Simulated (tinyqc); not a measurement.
Carrier lifetime from Shockley-Read-Hall, radiative, Auger and surface recombination. Changing the temperature T. Computed by tinyqc, a small Python program. Command: `OMP_NUM_THREADS=1 python tinyqc.py 3015096 3015097 out.jsonl lifetime sweep`. One thread of a shared host (Intel(R) Xeon(R) Processor @ 2.30GHz), about 0.02 s of CPU time with the checks.

Energies are counted from the top of the valence band. Boltzmann statistics, full ionisation, and equal excess densities of electrons and holes.

Inputs (values chosen for the exercise, for a model semiconductor):
```
quantity                          value        unit
gap E_g                             0.7          eV
electron mass m_e                0.0275         m_0
valleys M_c                           1           -
hole mass m_h                     0.494         m_0
doping N                        4.5e+15       cm^-3
trap level E_t                    0.239          eV
trap density N_t                1.6e+11       cm^-3
electron cross-section sigma_n  4.9e-16        cm^2
hole cross-section sigma_p      5.8e-15        cm^2
radiative coefficient B         4.6e-10      cm^3/s
Auger coefficient C_n           1.3e-31      cm^6/s
Auger coefficient C_p           6.5e-31      cm^6/s
excess density dn               1.7e+17       cm^-3
generation rate G               1.2e+18  cm^-3 s^-1
diffusion coefficient D             3.2      cm^2/s
```

Doping: n-type. Surface term: none.

Constants: m_0 = 9.1093837015e-31 kg; k_B = 1.380649e-23 J/K; h = 6.62607015e-34 J s; k_B = 8.617333262e-05 eV/K.

Method:
- N_c = 2 M_c (2 pi m_e k_B T/h^2)^(3/2) and N_v = 2 (2 pi m_h k_B T/h^2)^(3/2), masses in units of m_0.
- n_i = sqrt(N_c N_v) exp(-E_g/2 k_B T); majority density N/2 + sqrt(N^2/4 + n_i^2), minority density n_i^2 over it.
- v = sqrt(3 k_B T/m) with m_e or m_h; tau_n0 = 1/(sigma_n v_n N_t), tau_p0 = 1/(sigma_p v_p N_t); n1 = N_c exp(-(E_g - E_t)/k_B T), p1 = N_v exp(-E_t/k_B T).
- With n = n_0 + dn, p = p_0 + dn and U/dn = 1/tau: (n p - n_i^2)/dn = n_0 + p_0 + dn = s; 1/tau_SRH = s/[tau_p0 (n + n1) + tau_n0 (p + p1)]; 1/tau_rad = B s; 1/tau_Aug = (C_n n + C_p p) s; the rates add.
- Radiative efficiency = tau_eff/tau_rad; effective diffusion length = sqrt(D tau_eff).
- dn solves dn/tau_eff(dn) = G (60 bisections in ln dn between 1e-2 and 1e22 cm^-3); the splitting of the quasi-Fermi levels is k_B T ln(n p/n_i^2).

One run for each value:
```
temperature T (K)  tau_SRH at dn (s)  quasi-Fermi splitting under G (eV)  n_i (cm^-3)  effective lifetime at dn (s)
200                        2.955e-04                           3.803e-01    8.234e+08                     1.245e-08
250                        2.644e-04                           2.859e-01    6.682e+10                     1.245e-08
300                        2.422e-04                           1.890e-01    1.317e+12                     1.245e-08
350                        2.272e-04                           9.145e-02    1.148e+13                     1.245e-08
400                        2.207e-04                           1.885e-02    5.984e+13                     1.245e-08
450                        2.255e-04                           2.023e-03    2.206e+14                     1.245e-08
500                        2.455e-04                           2.759e-04    6.372e+14                     1.244e-08
```

What does the table show?

Over the rows, tau_SRH at dn (s) goes from 2.96e-4 through a minimum among these rows, 2.21e-4 at 400, to 2.46e-4; quasi-Fermi splitting under G (eV) falls from 0.380 to 2.76e-4 (exponent d ln y / d ln x -1.3 between the first rows and -19 between the last); n_i (cm^-3) rises from 8.23e8 to 6.37e14 (exponent d ln y / d ln x 20 between the first rows and 10 between the last).

Caution (all rows): the excess density is near an effective density of states, where Boltzmann statistics fail. Caution (all rows): beyond low injection D should be the ambipolar coefficient.

Extremes, crossings and ranges named in words are read from the listed rows.
